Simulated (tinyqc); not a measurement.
Mesh and choice of bands: charge neutrality level from zone-averaged pseudopotential bands.

Empirical pseudopotential on the fcc lattice, atoms at +/- tau, tau = a (1,1,1)/8, no spin-orbit coupling. H(G,G') = c (2 pi/a)^2 |k + G|^2 delta + VS(q) cos(q.tau) + i VA(q) sin(q.tau), q = G - G', c = hbar^2/2m0; k and G in units of 2 pi/a; VS at |q|^2 = 3, 8, 11 and VA at 3, 4, 11, in rydberg, zero elsewhere. At each k the basis holds all G with |k + G|^2 up to 16; energies are counted from the fourth level at Gamma.

Mesh: k = sum_i (n_i + 1/2)/N b_i, n_i = 0 ... N - 1, b = (-1,1,1), (1,-1,1), (1,1,-1); points with the same sorted |kx|, |ky|, |kz| after folding to the shortest k + G are joined, with their count as weight. Neutrality (branch-point) level: E_N = (1/2) mean over k of [E5 + (E3 + E4)/2], E_n the n-th level from below.

Constants: hbar^2/2m0 = 3.80998211 eV angstrom^2; Ry = 13.60569312 eV.

Parameters, chosen for this exercise (out of a larger set: classic local form factors of the size used for Si, without spin-orbit coupling; not measured data):
- a = 5.44 angstrom (lattice constant)
- VS = (-0.206, 0.039, 0.08) Ry (symmetric form factors)
- VA = (0, 0, 0) Ry (antisymmetric form factors)

E_N with E5 alone, and with (E5 + E6)/2 in its place.

Results:

| N | joined points | E_N (eV) | E_N, two conduction bands (eV) |
|---|---|---|---|
| 1 | 1 | 0.2444 | 0.7641 |
| 2 | 2 | -0.3144 | 0.3776 |
| 3 | 6 | -0.0500 | 0.3285 |
| 4 | 10 | -0.0655 | 0.3429 |
| 5 | 19 | -0.0555 | 0.3260 |

How do the results move, and what explains it?

For scale, the lowest gap of this set is 0.69 eV. Against N = 5 the errors are +300, -259, +5 and -10 meV for N = 1 to 4 (N = 1 is the L point alone). Taking the second conduction band in moves E_N by +0.38 eV, more than the mesh error at N = 2: the definition, not the mesh, limits the estimate. Local form factors place the indirect gaps only to a few tenths of an eV, and E_N moves with them.

Computed by tinyqc, a small Python program: `OMP_NUM_THREADS=1 python tinyqc.py 1851215 1851216 out.jsonl` (the numbers bound the seed that draws the inputs); one thread of a shared host (Intel(R) Xeon(R) Processor @ 2.30GHz), about 0.09 s for the whole set of steps.
